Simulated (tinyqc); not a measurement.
From V_3 back to film conductivity kappa_f: the 3-omega method: a line heater on a substrate with a thin film. Computed by tinyqc, a small Python program. Command: `OMP_NUM_THREADS=1 python tinyqc.py 3010002 3010003 out.jsonl threeomega inv`. One thread of a shared host (Intel(R) Xeon(R) Processor @ 2.30GHz), about 0.03 s of CPU time with the checks.

A current at angular frequency omega = 2 pi f heats the line at 2 omega with the amplitude P per length; the temperature swing Delta T at 2 omega gives a voltage at 3 omega. The substrate is taken as semi-infinite and isotropic, and the heat capacity of heater and film is left out.

Inputs (values chosen for the exercise, modelled on silicon nitride on diamond):
```
quantity,value,unit
substrate conductivity kappa,1930,W/(m K)
substrate heat capacity C,1.86,1e6 J/(m^3 K)
heater half-width b,7.9,micrometre
power amplitude per length P,16,W/m
current frequency f,31,Hz
film thickness t,90,nm
interface resistance R_i,11,m^2 K/GW
substrate thickness d_s,300,micrometre
temperature coefficient of resistance beta,2.8,1e-3/K
voltage amplitude V_1,2.6,V
```

Method:
- D = kappa/C; q = sqrt(2 i omega/D); penetration depth 1/|q| = sqrt(D/(2 omega)).
- Delta T_s = (P/(pi kappa)) int_0^infinity (sin x/x)^2 / sqrt(x^2 + (q b)^2) dx with (q b)^2 = i |q b|^2, averaged over the heater width (12 Gauss-Legendre points on each of the pieces 0, 14 log-spaced edges from 1e-5 to 1, and multiples of pi to 40 pi; the tail adds 1/(4 (40 pi)^2)).
- For |q| b much below 1: Delta T_s = (P/(pi kappa)) [-ln(|q| b) + eta - i pi/4], eta = 3/2 - C_E = 0.92278, with Euler's C_E = 0.5772157.
- One-dimensional flow across the film: Delta T_f = P (t/kappa_f + R_i)/(2 b); total in-phase swing Delta T = Delta T_s + Delta T_f; third-harmonic amplitude V_3 = V_1 beta |Delta T|/2 with the out-of-phase part included; the apparent film conductivity is t/(t/kappa_f + R_i).

Problem. A run gave the result below. Find the film conductivity kappa_f, known to lie between 1.6 and 3.8 W/(m K).

V_3 = 0.2339676 mV

Solution.

Each step takes the trial c = (a f_b - b f_a)/(f_b - f_a), f being the result less the target and a, b, c the logarithms of the listed values; c replaces end b, the old b replaces a if the sign of f changed, and otherwise f_a is halved.

Scan of the range:
```
film conductivity kappa_f (W/(m K)),V_3 (mV)
1.60,0.308048
1.85,0.280038
2.13,0.256475
2.47,0.235046
2.85,0.217148
3.29,0.201590
3.80,0.188067
```

False position (Illinois rule, in the logarithm of the input) inside the bracket:
```
step,end a,end b,trial,V_3 (mV)
1,2.47000,2.85000,2.49138,0.233894
2,2.47000,2.49138,2.48879,0.234032
3,2.49138,2.48879,2.49000,0.233968
4,2.48879,2.49000,2.49000,0.233968
```

V_3 falls at every point of a 13-point scan of the range (every second point is shown), so one value fits; it is bracketed by 2.47 and 2.85. Answer: film conductivity kappa_f = 2.490 W/(m K).

Caution: the penetration depth exceeds a fifth of the substrate thickness, so the back face is felt and the semi-infinite formula fails.
